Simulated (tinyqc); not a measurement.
Deal-Grove kinetics of thermal oxidation of silicon: one step, computed by the program tinyqc. Command: `OMP_NUM_THREADS=1 python tinyqc.py 3025955 3025956 out.jsonl oxide walk`. One thread of a shared host (Intel(R) Xeon(R) Processor @ 2.30GHz), about 0.02 s of CPU time with the checks.

Oxidant diffuses through the oxide and reacts at the interface, so that dx/dt = B/(A + 2x) for the oxide thickness x.

Problem. Rate constants. B = B0 p exp(-E_B/(k_B T)), B/A = (B/A)0 p^m exp(-E_A/(k_B T)), p in atm; A = B/(B/A). Temperatures in kelvin are T(C) + 273.15.

Inputs (values chosen for the exercise, close to those used for silicon):

| quantity | value | unit |
|---|---|---|
| prefactor B0 | 830 | um^2/h |
| activation energy E_B | 1.22 | eV |
| prefactor (B/A)0 | 6.59e+06 | um/h |
| activation energy E_A | 1.99 | eV |
| temperature T | 1125 | C |
| oxidant pressure p | 1 | atm |
| pressure exponent m of B/A | 0.74 | - |

Ambient: dry oxygen. Surface: (111).

Constants: k_B = 8.617333262e-05 eV/K.

Give: parabolic constant B; linear constant B/A; length A.

Solution.

parabolic constant B = 0.03322 um^2/h

linear constant B/A = 0.4423 um/h

length A = 0.07512 um

Reaction at the interface limits growth while x is well below A/2 = 0.0376 um, diffusion once x is well above it.
